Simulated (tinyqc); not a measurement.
Strained alloy layer of InAs and AlAs on (001) InP, model-solid band line-up: one step of the calculation.

The layer is x parts of the first compound and 1 - x of the second, grown coherently on the third as substrate and barrier. Rows of the table: lattice constant a, average valence level Ea on an absolute scale, spin-orbit splitting so, gaps at Gamma, X and L, hydrostatic deformation potentials av and ac (Gamma), shear potential b, elastic constants, electron and heavy-hole (along z) masses. All are interpolated linearly in x; gaps get -C x (1 - x), taken wholly in the conduction band; real line-ups can differ from this model by 0.1 eV or more.

Question. Band edges and offsets. In-plane strain e = (a_substrate - a)/a, e_z = -2 (c12/c11) e, volume change 2 e + e_z. With v = 2 e + e_z and d = 2 b (e_z - e): Eav = Ea + av v; E_hh = Eav + so/3 - d/2; E_lh = Eav - so/6 + d/4 + sqrt(so^2 + so d + 9 d^2/4)/2; E_c = Ea + so/3 + EG + ac v (Gamma). Substrate: E_v = Ea + so/3, E_c = E_v + EG. Well depths: dEc = E_c(substrate) - E_c, dEhh = E_hh - E_v(substrate), dElh likewise; strained Gamma gap E_c - max(E_hh, E_lh); positive values confine carriers in the layer.

Parameters, values chosen for the exercise: fraction of the first compound in the layer x = 0.44; bowing of the Gamma gap CG = 0.7 eV; bowing of the X gap CX = 0 eV; bowing of the L gap CL = 0 eV.

Binary compounds, values chosen for the exercise:
```
              close to InAs  close to AlAs  close to InP
a (angstrom)          6.058          5.661         5.869
Ea (eV)               -6.67          -7.49         -7.04
so (eV)               0.376          0.281         0.111
EG (eV)               0.355           2.99          1.34
EX (eV)                1.38           2.15           2.2
EL (eV)                1.07           2.37          1.96
av (eV)               0.986           2.45          1.26
ac (eV)               -5.09          -5.66         -5.08
b (eV)                -1.81           -1.5         -1.68
c11 (GPa)              82.2            127           100
c12 (GPa)              44.8           53.7          55.8
me (m0)               0.023          0.149        0.0802
mh (m0)               0.334          0.467         0.531
```

Give: d; E_hh; E_lh; E_c; strained Gamma gap; dEc; dEhh; dElh.

Answer.

d = 0.03603 eV
E_hh = -7.029 eV
E_lh = -6.991 eV
E_c = -5.397 eV
strained Gamma gap = 1.594 eV
dEc = -0.2664 eV
dEhh = -0.02556 eV
dElh = 0.01236 eV

The light-hole band lies on top, by 37.9 meV. At Gamma the line-up is type II, holes in the layer and electrons outside.

Program tinyqc, `OMP_NUM_THREADS=1 python tinyqc.py 2690157 2690158 out.jsonl`; Intel Xeon 2.30GHz, shared host, one thread, about 0.01 s.
